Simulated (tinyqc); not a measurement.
# Resonant-tunnelling diode, transfer matrices and Tsu-Esaki current: what changes with what

Emitter (band edge 0), barrier d1, well Lw, barrier d2, collector (edge -V). The bias drops linearly over these layers and none in the contacts; each layer is cut into ns equal slices, flat at the value of their centres. E is the energy of motion across the layers, C = hbar^2/(2 m0), psi and psi'/m are continuous. Transport is coherent, T(E) is taken as independent of the transverse momentum, and charge in the well is ignored.

Parameters, values chosen for the exercise; masses and offsets of a made-up heterostructure: temperature T = 300 K; mass in the well, spacer and contacts mw = 0.048 m0; barrier height U1 = 0.71 eV; barrier mass m1 = 0.1 m0; emitter barrier d1 = 1.5 nm; well width Lw = 4.1 nm; collector barrier d2 = 1.4 nm; slices in each layer ns = 1; Fermi energy of both contacts above their band edges Ef = 0.12 eV; bias of the collector V = 0.16 V.

Constants: q = 1.602176634e-19 C, kB = 1.380649e-23 J/K, hbar = 1.054571817e-34 J s, m0 = 9.1093837015e-31 kg, Vt = kB T/q, hbar^2/(2 m0) = 0.0380998212 eV nm^2. Results are converted to the units shown.

Each table varies one quantity; the others keep the values above.

## Current against voltage

For the pair (psi, psi'/m) a flat layer has M = [[cos kd, (m/k) sin kd], [-(k/m) sin kd, cos kd]] with k = sqrt(m (E - U)/C) above its edge U, and M = [[cosh Kd, (m/K) sinh Kd], [(K/m) sinh Kd, cosh Kd]] with K = sqrt(m (U - E)/C) below it. Later slices stand to the left. With M acting on (psi, psi'/m) and v = k/m in each lead, T(E) = 4 vL vR/[(vL vR M12 - M21)^2 + (vR M11 + vL M22)^2]. J = J0 times the integral over E > 0 of T(E) N(E), N = ln[(1 + exp((Ef - E)/Vt))/(1 + exp((Ef - V - E)/Vt))], J0 = q^2 mw m0 kB T/(2 pi^2 hbar^3) (times 1e-4 for A/cm^2 per eV). The integral is converged to the digits shown.

Current against voltage:
```
V (V)  J (kA/cm^2)
0.031        85.53
0.08         240.5
0.129        425.1
0.178        606.5
0.227        719.0
0.276        632.2
0.325        130.0
0.374        59.96
0.424        45.02
0.473        40.30
0.522        39.72
```

Read the table: what changes, and by how much?

Among the rows the current peaks at 719 kA/cm^2 at V = 0.227 V and falls to 39.7 kA/cm^2 at 0.522 V, a ratio of 18.1 (it is still falling in the last row, so the valley lies there or beyond). At zero bias the resonance lies at 0.156 eV and the centre of the well takes the share 0.507 of the bias, so the level should reach the emitter band edge near V = 0.308 V; beyond that only the tail of the broadened level (width 11.9 meV at zero bias) and off-resonant tunnelling carry current. Without scattering and space charge the valley comes out far lower than in a real diode. In 3 of the 11 rows the bias alone exceeds 0.4 V, so electrons enter the collector far above its band edge, where real bands are no longer parabolic.

## Resonance against bias

The resonance is the first maximum of T(E) for E > 0, G its full width at half maximum. For a sharp resonance J = J0 (pi G/2) Tp N(Er), with Er the peak energy, Tp the peak transmission and G the full width at half maximum (in eV).

Resonance against bias:
```
V (V)  Er (eV)      Tp  G (meV)  J (kA/cm^2)  one-resonance J (kA/cm^2)
0.031   0.1405  0.9690    11.97        85.53                      89.81
0.069   0.1212  0.9405    12.02        202.8                      215.9
0.108   0.1015  0.9007    12.05        343.6                      370.9
0.146  0.08216  0.8501    12.04        491.1                      534.9
0.185  0.06234  0.7822    11.99        628.7                      688.0
0.223  0.04301  0.6928    11.87        714.7                      784.8
0.262  0.02323  0.5559    11.62        692.6                      767.2
```

Er falls from 0.140 to 0.0232 eV, by 0.508 eV a volt, against the share 0.507 of the bias at the centre of the well. Tp falls from 0.969 to 0.556. The one-resonance current is 5.0 % above the full integral in the first row and 11 % above it in the last.

## Effect of the Fermi energy

Same model as above.

Er is the first maximum of T(E) at this bias.

Effect of the Fermi energy:
```
Ef (eV)  N at Er = 0.0750 eV  J (kA/cm^2)
0.019                 0.1083        32.83
0.036                 0.1994        59.68
0.053                 0.3547        104.6
0.071                 0.6170        179.4
0.088                 0.9725        280.2
0.105                  1.427        409.6
0.123                  1.989        572.3
0.14                   2.567        742.7
```

J rises from 32.8 to 743 kA/cm^2, a factor of 22.6, while N at the resonance grows by 23.7. The two agree within 10 %, so the resonance carries the current.

Numbers from tinyqc (`OMP_NUM_THREADS=1 python tinyqc.py 2600118 2600119 out.jsonl`; about 0.1 s on one thread of a shared Intel Xeon 2.30GHz).
